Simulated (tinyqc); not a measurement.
Ellipsometry and reflectance of a transparent film on an absorbing substrate: one step of the calculation.

Air (index 1), film, substrate with N2 = n2 - i k2; time factor exp(+i w t). q_j = sqrt(N_j^2 - sin^2 th), root with positive real part. Fresnel coefficients r_s = (q_a - q_b)/(q_a + q_b), r_p = (N_b^2 q_a - N_a^2 q_b)/(N_b^2 q_a + N_a^2 q_b). tan(Psi) exp(i Delta) = R_p/R_s, Delta taken from 0 to 360 degrees.

Problem. Interface coefficients and thickness period. q0, q1, q2 and the coefficients r01 and r12 for p and s; the results repeat in d with the period lam/(2 q1).

Inputs (values chosen for the exercise); indices close to those of hafnium oxide on silicon:

| symbol | value | unit | meaning |
|---|---|---|---|
| lam | 632.8 | nm | wavelength |
| th | 70 | degrees | angle of incidence |
| n1 | 2.06 |  | index of the transparent film |
| n2 | 3.882 |  | index of the substrate |
| k2 | 0.019 |  | extinction coefficient of the substrate |

Wanted: q0; q1; q2; r01,p; r01,s; r12,p; r12,s; period.

Solution.

q0 = 0.3420
q1 = 1.833
q2 = 3.767-0.020i
r01,p = -0.1162
r01,s = -0.6855
r12,p = 0.2670-0.0021i
r12,s = -0.3453+0.0023i
period = 172.6 nm

tinyqc, about 0.01 s, one thread, Intel Xeon 2.30GHz (shared host): `OMP_NUM_THREADS=1 python tinyqc.py 2870113 2870114 out.jsonl`
